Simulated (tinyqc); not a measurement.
Velocity overshoot from momentum and energy balance equations after a field step: one step, computed by the program tinyqc. Command: `OMP_NUM_THREADS=1 python tinyqc.py 3005752 3005753 out.jsonl overshoot walk`. One thread of a shared host (Intel(R) Xeon(R) Processor @ 2.30GHz), about 0.01 s of CPU time with the checks.

At t = 0 the field jumps from 0 to F in a uniform sample. v is the drift velocity and u = w - (3/2) k_B T the excess energy per carrier.

Task: Constants and steady state. dv/dt = e F/m - v/tau_m(u), du/dt = e F v - u/tau_E, tau_m(u) = tau_0/(1 + c u), tau_0 = m mu_0/e, c = mu_0/(e tau_E v_s^2); this choice gives the steady state v (1 + mu_0 F v/v_s^2) = mu_0 F, which saturates at v_s. Steady velocity v = 2 mu_0 F/(1 + sqrt(1 + 4 (mu_0 F/v_s)^2)); u = e F v tau_E; carrier temperature T + 2u/(3 k_B), neglecting the drift energy m v^2/2.

Inputs (values chosen for the exercise, modelled on electrons in silicon except for tau_E):

| quantity | value | unit |
|---|---|---|
| effective mass m | 0.26 | m_0 |
| low-field mobility mu_0 | 1400 | cm^2/(V s) |
| saturation velocity v_s | 1.1 | 1e7 cm/s |
| energy relaxation time tau_E | 0.46 | ps |
| field after the step F | 18 | kV/cm |
| lattice temperature T | 300 | K |

Scheme: explicit Euler.

Constants: m_0 = 9.1093837015e-31 kg; e = 1.602176634e-19 C; k_B = 8.617333262e-05 eV/K.

Give: tau_0; c; acceleration e F/m; steady velocity; steady excess energy; steady carrier temperature.

Result:

tau_0 = 207.0 fs

c = 25.15 1/eV

acceleration e F/m = 0.01218 1e7 cm/s per fs

steady velocity = 0.8858 1e7 cm/s

steady excess energy = 0.07335 eV

steady carrier temperature = 867.4 K

tau_E/tau_0 = 2.22, and in the steady state tau_m has shrunk to 72.7 fs.
